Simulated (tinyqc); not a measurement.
# Charge stability of a double quantum dot, constant-interaction model with a charge sensor: several studies

Capacitance matrix C = [[C1, -Cm], [-Cm, C2]], C1 = G1 + X1 + Cm + L1, C2 = G2 + X2 + Cm + L2. Gate charges n1 = (G1 V1 + X1 V2)/q, n2 = (X2 V1 + G2 V2)/q. The state (N1, N2) has U = (1/2) d^T E d with d = (N1 - n1, N2 - n2) and E = q^2 C^(-1). Leads at 0 V; no tunnel coupling, spin or level spacing. The sensor reads s1 <N1> + s2 <N2>.

Parameters, values chosen for the exercise:
```
symbol,value,unit,meaning
G1,2.4,aF,gate 1 to dot 1
G2,2,aF,gate 2 to dot 2
X1,0.1,aF,gate 2 to dot 1
X2,0.26,aF,gate 1 to dot 2
Cm,3.7,aF,between the dots
L1,14,aF,dot 1 to leads and ground
L2,12,aF,dot 2 to leads and ground
s1,0.64,,sensor weight of dot 1
s2,0.39,,sensor weight of dot 2
T,1.1,K,temperature
V2,120,mV,voltage of gate 2
```

Constants: q = 1.602176634e-19 C, kB = 1.380649e-23 J/K, Vt = kB T/q. Results are converted to the units shown.

Each table varies one quantity; the others keep the values above.

## From two dots to one

The states (0,0), (1,0), (0,1) meet where E n = (EC1/2, EC2/2), and (1,1), (1,0), (0,1) where E n = (EC1/2 + ECm, EC2/2 + ECm); the gate voltages follow from n.

From two dots to one:

| Cm (aF) | EC1 (meV) | ECm (meV) | ECm/EC1 | separation of the triple points in n1 + n2 |
|---|---|---|---|---|
| 0.11 | 9.646 | 0.07384 | 0.007655 | 0.01418 |
| 0.25 | 9.568 | 0.1648 | 0.01723 | 0.03165 |
| 0.59 | 9.388 | 0.3730 | 0.03973 | 0.07161 |
| 1.4 | 9.014 | 0.8058 | 0.08940 | 0.1547 |
| 3.2 | 8.382 | 1.536 | 0.1833 | 0.2950 |
| 7.6 | 7.467 | 2.596 | 0.3477 | 0.4984 |
| 18 | 6.551 | 3.655 | 0.5580 | 0.7018 |
| 42 | 5.902 | 4.406 | 0.7465 | 0.8459 |
| 99 | 5.532 | 4.835 | 0.8741 | 0.9283 |

Read the table: what changes, and by how much?

ECm/EC1 rises from 0.00765 to 0.874 (it equals Cm/C2), and the separation rises from 0.0142 to 0.928. Zero means a square lattice of independent dots; 1 means parallel lines one electron apart, as for a single large dot. EC1 falls from 9.65 to 5.53 meV.

## A scan of gate 1

Same model as above.

Thermal means over all states within two electrons of the gate charges.

A scan of gate 1:

| V1 (mV) | <N1> | <N2> | sensor | N1 of the ground state | N2 of the ground state |
|---|---|---|---|---|---|
| -10.9 | 0.000 | 1.029 | 0.401 | 0 | 1 |
| 1.4 | 0.000 | 1.851 | 0.722 | 0 | 2 |
| 13.7 | 0.000 | 1.999 | 0.780 | 0 | 2 |
| 26 | 0.003 | 1.997 | 0.781 | 0 | 2 |
| 38.3 | 0.997 | 1.399 | 1.184 | 1 | 1 |
| 50.6 | 1.000 | 1.992 | 1.417 | 1 | 2 |
| 62.9 | 1.000 | 2.000 | 1.420 | 1 | 2 |
| 75.2 | 1.000 | 2.000 | 1.420 | 1 | 2 |
| 87.5 | 1.000 | 2.000 | 1.420 | 1 | 2 |
| 99.8 | 1.496 | 2.000 | 1.737 | 1 | 2 |
| 112 | 2.000 | 2.000 | 2.060 | 2 | 2 |
| 124 | 2.000 | 2.000 | 2.060 | 2 | 2 |
| 137 | 2.000 | 2.000 | 2.060 | 2 | 2 |

The ground state changes 4 time(s) between the rows listed: (0,1) to (0,2); (0,2) to (1,1); (1,1) to (1,2); (1,2) to (2,2). Adding to dot 1 moves the sensor by s1 = 0.64, adding to dot 2 by s2 = 0.39, and a shift from dot 2 to dot 1 by 0.250. Far from triple points dot 1 gains an electron about every q/(G1 + X2 Cm/C2) = 65.3 mV.

## Across the interdot transition

The gate charges are n1 = 0.5000 + x, n2 = 0.5000 - x, a line through the middle of the (1,0)-(0,1) boundary. The detuning is U(0,1) - U(1,0); thermal means over all states within two electrons.

Across the interdot transition:

| x | detuning (meV) | <N1> | <N2> | sensor |
|---|---|---|---|---|
| -0.04 | -0.5647 | 0.002589 | 0.9974 | 0.3906 |
| -0.03 | -0.4235 | 0.01136 | 0.9886 | 0.3928 |
| -0.02 | -0.2823 | 0.04843 | 0.9516 | 0.4021 |
| -0.01 | -0.1412 | 0.1841 | 0.8159 | 0.4360 |
| 0 | 0.0000 | 0.5000 | 0.5000 | 0.5150 |
| 0.01 | 0.1412 | 0.8159 | 0.1841 | 0.5940 |
| 0.02 | 0.2823 | 0.9516 | 0.04843 | 0.6279 |
| 0.03 | 0.4235 | 0.9886 | 0.01135 | 0.6372 |
| 0.04 | 0.5647 | 0.9974 | 0.002586 | 0.6394 |

What does the table show?

<N1> rises from 0.00259 to 0.997 while <N2> falls from 0.997 to 0.00259; their sum stays within 6.0e-6 of 1. The detuning moves by EC1 + EC2 - 2 ECm = 14.1 meV for each unit of x, and the step is a Fermi function of width kB T = 0.0948 meV, which makes it a thermometer once the lever arms are known.

Numbers from tinyqc (`OMP_NUM_THREADS=1 python tinyqc.py 2470123 2470124 out.jsonl`; about 0.01 s on one thread of a shared Intel Xeon 2.30GHz).
